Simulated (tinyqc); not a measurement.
Worked calculation: six-band Luttinger-Kohn model with strain. Values are carried at full precision from step to step, so a last printed digit may differ when a step is redone from the rounded ones.

Constants: hbar^2/2m0 = 3.80998211 eV angstrom^2.

Parameters, chosen for this exercise (near those of GaSb; not measured data):

| symbol | value | unit | meaning |
|---|---|---|---|
| C11 | 92.6 | GPa |  |
| C12 | 41.2 | GPa |  |
| C44 | 41.7 | GPa |  |
| load | uniaxial [100] |  | kind of stress |
| X | -1.35 | GPa | stress |
| Dso | 0.77 | eV | spin-orbit splitting |
| g1 | 13.27 |  | Luttinger gamma1 |
| g2 | 4.65 |  | gamma2 |
| g3 | 5.95 |  | gamma3 |
| av | 0.77 | eV | valence hydrostatic potential |
| b | -2.08 | eV | tetragonal shear potential |
| d | -4.53 | eV | trigonal shear potential |
| k | (0.041, 0.022, 0) | 1/angstrom | wave vector |
| kmax | 0.03 | 1/angstrom | end of the path |

## Strain from a uniaxial [100] stress

s11 = (C11 + C12)/((C11 - C12)(C11 + 2 C12)), s12 = -C12/((C11 - C12)(C11 + 2 C12)), s44 = 1/C44; exx = s11 sxx + s12 (syy + szz) and cyclic, exy = s44 sxy/2; tension is positive. A uniaxial stress X along the unit vector n is s_ij = X n_i n_j.

s11, s12, s44 (1/TPa): 14.8749  -4.5803  23.9808

strain tensor:
```
           x         y         z
x  -0.020081  0.000000  0.000000
y   0.000000  0.006183  0.000000
z   0.000000  0.000000  0.006183
```

The volume changes by -0.771 %; there is no shear in the cubic axes, so d does not enter.

## The terms P, Q, R, S at one k

P = c g1 k^2 - av tr(e); Q = c g2 (kx^2 + ky^2 - 2 kz^2) - (b/2)(exx + eyy - 2 ezz); R = c sqrt3 [-g2 (kx^2 - ky^2) + 2i g3 kx ky] + (sqrt3/2) b (exx - eyy) - i d exy; S = 2 c sqrt3 g3 (kx - i ky) kz - d (exz - i eyz); c = hbar^2/2m0, e the strain tensor (not engineering shear).

Form the four terms.

Terms (eV):

| term | from k | from strain |
|---|---|---|
| P | 0.10946 | 0.00594 |
| Q | 0.03836 | -0.02732 |
| R | -0.03673+0.07083i | 0.04731 |
| S | 0.00000 | 0.00000 |

## The Hamiltonian

Six-band Luttinger-Kohn model in the basis |3/2,3/2>, |3/2,1/2>, |3/2,-1/2>, |3/2,-3/2>, |1/2,1/2>, |1/2,-1/2>, electron energies, zero at the top of the unstrained valence band. H = -[rows: (P+Q, -S, R, 0, -S/r2, r2 R); (-S*, P-Q, 0, R, -r2 Q, r32 S); (R*, 0, P-Q, S, r32 S*, r2 Q); (0, R*, S*, P+Q, -r2 R*, -S*/r2); (-S*/r2, -r2 Q, r32 S, -r2 R, P+Dso, 0); (r2 R*, r32 S*, r2 Q, -S/r2, 0, P+Dso)], r2 = sqrt(2), r32 = sqrt(3/2). Levels are twofold.

Each term is the sum of its two parts.

H(k) (eV), lower triangle (Hermitian):
```
                  3/2,3/2          3/2,1/2  3/2,-1/2        3/2,-3/2  1/2,1/2  1/2,-1/2
3/2,3/2           -0.1264
3/2,1/2                 0          -0.1044
3/2,-1/2  -0.0106+0.0708i                0   -0.1044
3/2,-3/2                0  -0.0106+0.0708i         0         -0.1264
1/2,1/2                 0           0.0156         0  0.0150+0.1002i  -0.8854
1/2,-1/2  -0.0150+0.1002i                0   -0.0156               0        0   -0.8854
```

## Levels and their make-up

Diagonalise H. The weights add +m and -m and are averaged over each pair; m is taken along z.

levels from the top, each twofold (eV): -0.0393  -0.1775  -0.8995

weights:
```
               top  second  third
|3/2,+-3/2>  0.461   0.521  0.018
|3/2,+-1/2>  0.534   0.465  0.001
|1/2,+-1/2>  0.005   0.014  0.981
```

The top pair is 53 % |3/2,+-1/2>, the second pair is 52 % |3/2,+-3/2> and the third pair is 98 % |1/2,+-1/2>.

## Band edges at k = 0
Diagonalise H at k = 0. The weights add +m and -m (m along z) and are averaged over each pair.

edges from the top (eV): 0.0559  -0.0606  -0.7831

weights at k = 0:
```
               top  second  third
|3/2,+-3/2>  0.744   0.250  0.006
|3/2,+-1/2>  0.248   0.750  0.002
|1/2,+-1/2>  0.009   0.000  0.991
```

The stress splits the top two pairs by 116.4 meV, 4.50 times kT at 300 K (25.85 meV); the third lies 839.0 meV below the top, against Dso = 770 meV without stress.

## Polarisation of the edge transitions

In the basis X, Y, Z times spin, H(k = 0) has -Dso/3 + l exx + m (eyy + ezz) on the diagonal (cyclic) and n exy off it, l = av + 2 b, m = av - b, n = sqrt(3) d. Spin-orbit term (Dso/3) L.sigma on X, Y, Z with (L_k)_ij = -i epsilon_kij: <X+|H|Y+> = -i Dso/3, <X+|H|Z-> = Dso/3, <Y+|H|Z-> = -i Dso/3, <Z+|H|X-> = -Dso/3, <Z+|H|Y-> = i Dso/3, <X-|H|Y-> = i Dso/3, and their conjugates; + and - are the spin along z. The strength of a transition to an s-like conduction level for light polarised along the unit vector u is the weight of the orbital ux X + uy Y + uz Z in the valence state, summed over spin and averaged over the pair.

strain block of X, Y, Z (eV), lower triangle:
```
         X         Y         Z
X  0.10332
Y        0  -0.06057
Z        0         0  -0.06057
```

Relative strengths:

| polarisation | top | second | third |
|---|---|---|---|
| [100] | 0.751 | 0.000 | 0.249 |
| [010] | 0.125 | 0.500 | 0.375 |
| [001] | 0.125 | 0.500 | 0.375 |
| [110] | 0.438 | 0.250 | 0.312 |
| [1-10] | 0.438 | 0.250 | 0.312 |
| [111] | 0.333 | 0.333 | 0.333 |

The top pair is strongest for light along [100] (0.751) and weakest along [010] and [001] (0.125); without strain every direction has 1/3 on average over the fourfold top. For each polarisation the three pairs add up to 1.

## Hole masses at the edges

Curvature at k = 0: m/m0 = -2 c h^2/(E(h u) + E(-h u) - 2 E(0)) with h = 0.0002 1/angstrom along the unit vector u.

Hole masses (m0):

| direction | top | second | third |
|---|---|---|---|
| [110] | 0.062 | 0.091 | 0.079 |
| [1-10] | 0.062 | 0.091 | 0.079 |
| [100] | 0.040 | 0.252 | 0.092 |
| [001] | 0.134 | 0.056 | 0.069 |

Of the directions listed, the top pair is lightest along [100] (0.040) and heaviest along [001] (0.134). These masses hold only for hole energies well below the splitting of 116 meV.

## Bands along [110] and [001]

Six points from 0 to kmax in each direction.

Levels (eV):

| direction | \|k\| (1/angstrom) | top | second | third | top, no stress | second, no stress |
|---|---|---|---|---|---|---|
| [110] | 0.000 | 0.0559 | -0.0606 | -0.7831 | 0.0000 | 0.0000 |
| [110] | 0.006 | 0.0537 | -0.0621 | -0.7849 | -0.0003 | -0.0034 |
| [110] | 0.012 | 0.0474 | -0.0669 | -0.7902 | -0.0011 | -0.0134 |
| [110] | 0.018 | 0.0379 | -0.0757 | -0.7992 | -0.0024 | -0.0298 |
| [110] | 0.024 | 0.0268 | -0.0895 | -0.8125 | -0.0043 | -0.0523 |
| [110] | 0.030 | 0.0155 | -0.1094 | -0.8304 | -0.0066 | -0.0803 |
| [001] | 0.000 | 0.0559 | -0.0606 | -0.7831 | 0.0000 | 0.0000 |
| [001] | 0.006 | 0.0549 | -0.0630 | -0.7851 | -0.0005 | -0.0031 |
| [001] | 0.012 | 0.0519 | -0.0705 | -0.7911 | -0.0022 | -0.0123 |
| [001] | 0.018 | 0.0473 | -0.0829 | -0.8013 | -0.0049 | -0.0275 |
| [001] | 0.024 | 0.0413 | -0.1005 | -0.8160 | -0.0087 | -0.0484 |
| [001] | 0.030 | 0.0342 | -0.1229 | -0.8356 | -0.0136 | -0.0746 |

## Checks

- Levels against the same model in the basis X, Y, Z times spin: they agree to 1e-10 or better.

Program tinyqc; command `OMP_NUM_THREADS=1 python tinyqc.py 1081257 1081258 out.jsonl`; about 0.03 s on one thread of a shared Intel(R) Xeon(R) Processor @ 2.30GHz.
